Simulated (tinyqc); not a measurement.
# Worked calculation: band bending at a free surface with a continuum of surface states, surface photovoltage and Kelvin probe

Numbers from tinyqc (`OMP_NUM_THREADS=1 python tinyqc.py 2430004 2430005 out.jsonl`; about 0.01 s on one thread of a shared Intel Xeon 2.30GHz). Printed values are rounded.

n-type bulk, xi = Ec - EF = Vt ln(Nc/Nd), p0 = ni^2/Nd, ni = sqrt(Nc Nv) exp(-Eg/(2 Vt)), Eg in volts. b is the upward band bending, u = b/Vt. Space charge per area, in units of q: Qc = sign(b) sqrt((2 eps0 eps_r Vt/q) [(Nd + dn)(exp(-u) - 1) + Nd u + (p0 + dn)(exp(u) - 1)]), with dn the excess density under light (flat quasi-Fermi levels; 0 in the dark). The states hold -Ds (E0 - xi - b): negative while the Fermi level lies above the neutrality level. Neutrality: Qc + Qf + (charge of the states) = 0.

Parameters, values chosen for the exercise; band and dielectric values close to those of silicon:
- T = 300 K (temperature)
- Eg = 1.13 eV (band gap)
- eps_r = 11.8 (relative permittivity)
- Nc = 2.77e19 cm^-3 (conduction-band density of states at T)
- Nv = 2.65e19 cm^-3 (valence-band density of states at T)
- chi = 4.13 eV (electron affinity)
- Nd = 1.1e15 cm^-3 (donor density)
- Qf = 0 cm^-2 (fixed positive charge at the surface)
- pt = 4.68 eV (work function of the probe tip)
- Ds = 3.9e11 cm^-2 eV^-1 (density of surface states)
- E0 = 0.59 eV (depth of their neutrality level below the conduction edge)
- dn = 1.3e12 cm^-3 (excess carrier density under light)

Constants: q = 1.602176634e-19 C, kB = 1.380649e-23 J/K, Vt = kB T/q, eps0 = 8.8541878128e-14 F/cm where lengths are in cm. Results are converted to the units shown.

## Bulk quantities

xi, ni, p0, the Debye length sqrt(eps0 eps_r Vt/(q Nd)) and the flat-band work function chi + xi.

xi = 0.2619810 eV
ni = 8.735355e9 cm^-3
p0 = 69369.48 cm^-3
Debye length = 123.7972 nm
chi + xi = 4.391981 eV

## Iteration 1: band bending in the dark

b at the start = 0.26 V

Newton step: b(new) = b - (Qc + Qf - Ds (E0 - xi - b))/(dQc/db + Ds), dQc/db = (eps0 eps_r/q) [Nd (1 - exp(-u)) + p0 exp(u)]/Qc.

b after iteration 1 = 0.1988212 V

## Iteration 2: band bending in the dark

As before.

b after iteration 2 = 0.1998905 V

## Course of the iteration

Stop when b changes by less than 1e-10 V, or after 40 iterations.

Course of the iteration:
```
iteration,b (V),change (V)
1,0.1988212,0.0612
2,0.1998905,1.07e-3
3,0.1998909,4.42e-7
4,0.1998909,7.49e-14
```

Converged in 4 iterations.

## Work function and Kelvin-probe reading

converged b = 0.1998909 V

Work function chi + xi + b; contact potential difference CPD = (work function of the sample) - pt. Depth of EF below Ec at the surface: xi + b. Depletion width Qc/Nd.

xi + b = 0.4618719 eV
Qc = 4.996995e10 cm^-2
Qc/Nd = 454.2722 nm
work function = 4.591872 eV
CPD = -88.12806 mV

The Fermi level lies 128 meV above the neutrality level.

## Surface photovoltage

Under chopped light the surface charge keeps its dark value, so b falls to bL with Qc(bL, dn) = Qc(b, 0); the photovoltage is b - bL. Qc rises with b, so bL follows by bisection.

bL = 0.1741706 V
photovoltage = 25.72037 mV
share of b removed = 12.86720 %
excess holes at the surface, dn exp(bL/Vt) = 1.096176e15 cm^-3
